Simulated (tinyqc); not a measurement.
Global model of a low-pressure process discharge: electron temperature, density, ion flux and ion energy: one step, computed by the program tinyqc.

Maxwellian electrons with temperature T_e in eV, one positive ion, no negative ions, uniform bulk density n; rate constants have the Arrhenius form.

Question. Biased electrode. All bias power goes to ions: V_b = P_b/(J pi r^2). Debye length at the sheath edge lambda_D = sqrt(eps_0 T_e/(e h_L n)); Child-law sheath s = (sqrt2/3) lambda_D (2 V/T_e)^(3/4), V = V_b + V_s; ion transit time tau_i = 3 s sqrt(M/(2 e V)); collisions in the sheath s/lambda_i.

Inputs (values chosen for the exercise, of the order of those of an inductive discharge in a simple atomic gas):
```
quantity                        value  unit
ion mass M                         28     u
gas temperature T_g               600     K
bias power P_b                     38     W
radius of the biased electrode      5    cm
bias frequency                    0.4   MHz
```

ion current density J = 4.683359 mA/cm^2

T_e = 4.103339 eV

h_L = 0.3525102

plasma density n = 2.205236e+11 1/cm^3

wall potential V_s = 18.47017 V

ion mean free path = 3.218296 cm

Constants: eps_0 = 8.8541878128e-12 F/m; e = 1.602176634e-19 C; u = 1.6605390666e-27 kg.

Give: bias voltage V_b; lambda_D; sheath width s; ion transit time; transit time over bias period; s/lambda_i.

Answer.

bias voltage V_b = 103.3 V

lambda_D = 54.01 micrometre

sheath width s = 0.5445 mm

ion transit time = 56.38 ns

transit time over bias period = 0.02255

s/lambda_i = 0.01692

Ions cross within a small part of a period and sample the instantaneous voltage: a broad, two-peaked energy distribution. The sheath is nearly free of collisions.
